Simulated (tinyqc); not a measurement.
MOS inversion layer, Poisson-Schroedinger loop: effect of the sheet density of depletion charge.

Electrons confined at an insulator interface at z = 0, treated as a hard wall; parabolic valleys, Hartree approximation, no image or exchange terms. The depletion charge lies far deeper than the electrons and gives a uniform field q Nd/(eps0 eps_r); the gate balances all charge. Energies are counted from the band edge at the interface.

Schroedinger equation -(C/mz) psi'' + (V0 + U + dE for set B) psi = E psi, C = hbar^2/(2 m0), psi(0) = 0, on a uniform mesh of 800 nodes with a far wall at 22 nm, 8 levels a set; V0 = q Nd z/(eps0 eps_r); dU/dz = q (Ns - integral of n from 0 to z)/(eps0 eps_r), U(0) = 0; N_k = g md m0 q Vt/(pi hbar^2) ln(1 + exp((EF - E_k)/Vt)), g the number of valleys of the set, sum N_k = Ns. Triangular well: E_k = a_k (C F^2/mz)^(1/3), a_1 = 2.338107, a_2 = 4.087949, C = hbar^2/(2 m0), F in eV/nm. Fang-Howard (all electrons in the lowest level of set A): b^3 = 6 (mz1/C) q (Nd + 11 Ns/32)/(eps0 eps_r), centroid 3/b, level C b^2/(4 mz1) + (3/b) q (Nd + 11 Ns/16)/(eps0 eps_r). The centroid adds 3.9 z_av/eps_r to an oxide-equivalent thickness.

Inputs (values chosen for the exercise); masses and permittivity close to those of silicon (100): temperature T = 300 K; relative permittivity eps_r = 11.8; mass along z of valley set A (2 valley(s)) mz1 = 0.913 m0; in-plane density-of-states mass of set A md1 = 0.191 m0; mass along z of valley set B (4 valley(s)) mz2 = 0.187 m0; in-plane density-of-states mass of set B md2 = 0.415 m0; sheet density of electrons Ns = 1.3e13 cm^-2; extra shift of set B (strain) dE = 0 eV.

Constants: q = 1.602176634e-19 C, kB = 1.380649e-23 J/K, hbar = 1.054571817e-34 J s, m0 = 9.1093837015e-31 kg, Vt = kB T/q, eps0 = 8.8541878128e-14 F/cm where lengths are in cm, hbar^2/(2 m0) = 0.0380998212 eV nm^2. Results are converted to the units shown.

Effect of the sheet density of depletion charge:
```
Nd (cm^-2),A1 (meV),B1 (meV),EF (meV),share of A1 (%),share of set A (%),centroid z_av (nm),added oxide equivalent (nm),Fang-Howard centroid (nm)
1e11,247,341,297,66.1,73.5,2.02,0.666,1.39
1.7e11,248,342,298,66.6,73.7,1.96,0.649,1.38
3.1e11,249,344,301,67.4,74.3,1.87,0.619,1.37
5.3e11,252,349,305,68.6,75.2,1.76,0.581,1.35
9.4e11,257,357,312,70.9,76.8,1.62,0.534,1.31
1.6e12,265,371,323,74.5,79.4,1.47,0.487,1.26
2.9e12,281,400,345,80.8,84.3,1.29,0.427,1.18
5e12,307,447,378,88.9,90.8,1.11,0.368,1.09
```

As Nd goes from 1e11 to 5e12, A1 rises from 247 to 307 meV, the share of A1 rises from 66.1 to 88.9 % and the centroid falls from 2.02 to 1.11 nm. A1 goes as Nd^(0.16) between the last two rows (a triangular well in the field of that charge alone gives 2/3). The Fang-Howard centroid is 31 % below the full one in the first row, where A1 holds 66.1 %, and 2.0 % below it in the last, where A1 holds 88.9 %.

Program tinyqc, `OMP_NUM_THREADS=1 python tinyqc.py 2160147 2160148 out.jsonl`; Intel Xeon 2.30GHz, shared host, one thread, about 1 s.
